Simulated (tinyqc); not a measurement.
## Dead time against afterpulsing

Afterpulse probability pap = pa (Cd Vx/q) exp(-td/tt) Pm, with Pm the trigger probability of a released carrier; largest rate 1/td; each true event gives 1/(1 - pap) counts.

Inputs (values chosen for the exercise):
- Vx = 13 V (excess bias)
- Cd = 23 fF (diode capacitance)
- pa = 6.1e-8 (trapping probability per avalanche carrier)
- tt = 35 ns (trap release time)

Constants: q = 1.602176634e-19 C. Results are converted to the units shown.

Pm = 0.872

Result of one run:

| td (ns) | pap (%) | largest rate (1e6/s) | counts per event |
|---|---|---|---|
| 18 | 5.935 | 55.56 | 1.063 |

What becomes of these results when the dead time td is changed from 18 to 7 ns, all else the same?

Result of the changed run:

| td (ns) | pap (%) | largest rate (1e6/s) | counts per event |
|---|---|---|---|
| 7 | 8.127 | 142.9 | 1.088 |

The whole series:

| td (ns) | pap (%) | largest rate (1e6/s) | counts per event |
|---|---|---|---|
| 7 | 8.127 | 142.9 | 1.088 |
| 11 | 7.250 | 90.91 | 1.078 |
| 18 | 5.935 | 55.56 | 1.063 |
| 30 | 4.213 | 33.33 | 1.044 |
| 49 | 2.448 | 20.41 | 1.025 |
| 79 | 1.039 | 12.66 | 1.010 |
| 130 | 0.2419 | 7.692 | 1.002 |
| 210 | 0.02461 | 4.762 | 1.000 |

The afterpulse probability falls from 8.13 to 0.0246 %, a factor of ten for every 80.6 ns, while the largest rate falls from 143 to 4.76 million a second.

Numbers from tinyqc (`OMP_NUM_THREADS=1 python tinyqc.py 2630031 2630032 out.jsonl`; about 0.01 s on one thread of a shared Intel Xeon 2.30GHz).
